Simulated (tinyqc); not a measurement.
Miniband width against barrier thickness: short-period [001] superlattice in sp3s* tight binding.

Planes alternate anion, cation along [001], a/4 apart; at zero in-plane momentum s, pz, s* form one block. All levels of A are shifted so that its Ev (lower root of [[Epa, Vxx], [Vxx, Epc]]) is 0, and those of B so that its Ev is -dEv. A monolayer is an anion plane and the cation plane above it; an anion between unlike cations takes the mean of the two anion levels; each bond takes the couplings of its cation. Block from an anion to the cation above: U with Vss/2 (s,s), Vsapc/2 (s,z), -Vscpa/2 (z,s), Vxx/2 (z,z), Vxapc/2 (s*,z), -Vpaxc/2 (z,s*); to the cation below: the same with the s-z and s*-z signs reversed. The cell of n + m monolayers is closed with the phase exp(2 pi i q). No spin-orbit coupling. In this block 2 (n + m) levels are filled.

For the two lowest empty levels at q = 0: energy, share of the cation weight on A, and Gamma character, the share of the cation amplitudes with Fourier index |j|/(n + m) < 1/4 along the stack (near 1: Gamma-like, near 0: folded from X).

Inputs chosen for the exercise (A near a published set for GaAs, B for AlAs; not measured data): pA = (-8.349, 1.041, -2.663, 3.679, 8.579, 6.73, -6.449, 1.955, 5.089, 4.487, 5.786, 4.828, 4.81) eV (order Esa, Epa, Esc, Epc, Exa, Exc, Vss, Vxx, Vxy, Vsapc, Vscpa, Vxapc, Vpaxc); pB = (-7.53, 0.982, -1.16, 3.59, 7.473, 6.709, -6.678, 1.882, 4.281, 5.106, 5.487, 4.517, 4.986) eV (the same for B); dEv = 0.51 eV (valence offset: Ev(B) lies this far below Ev(A)); nw = 13 (monolayers of A); a = 5.656 angstrom (lattice constant, taken common; strain is left out).

nw monolayers of A and m of B; lowest empty level at q = 0 and q = 1/2. The decay constant is ln(width(4)/width(6)) over two monolayers, each a/2 thick.

Lowest miniband:
```
m  E(q = 0) (eV)  E(q = 1/2) (eV)  width (meV)  Gamma character
1         1.5875           1.7075      119.910             0.99
2         1.6165           1.6872       70.658             1.00
3         1.6321           1.6738       41.703             1.00
5         1.6463           1.6608       14.485             1.00
6         1.6492           1.6579        8.670             1.00
8         1.6521           1.6551        2.997             1.00
```

Give the missing row, m = 4.

Computed row:
```
m  E(q = 0) (eV)  E(q = 1/2) (eV)  width (meV)  Gamma character
4         1.6409           1.6658       24.881             1.00
```

decay constant = 0.1864 1/angstrom

The width falls from 119.9 to 3.00 meV, as exp(-kappa d) with kappa = 0.186 1/angstrom, which stands for the decay constant of the barrier at this energy: each monolayer costs a factor 1.69. The level at q = 0 rises by 65 meV towards that of a single well.

(tinyqc, `OMP_NUM_THREADS=1 python tinyqc.py 1481027 1481028 out.jsonl`, Intel(R) Xeon(R) Processor @ 2.30GHz, 1 thread, shared host, about 0.4 s.)
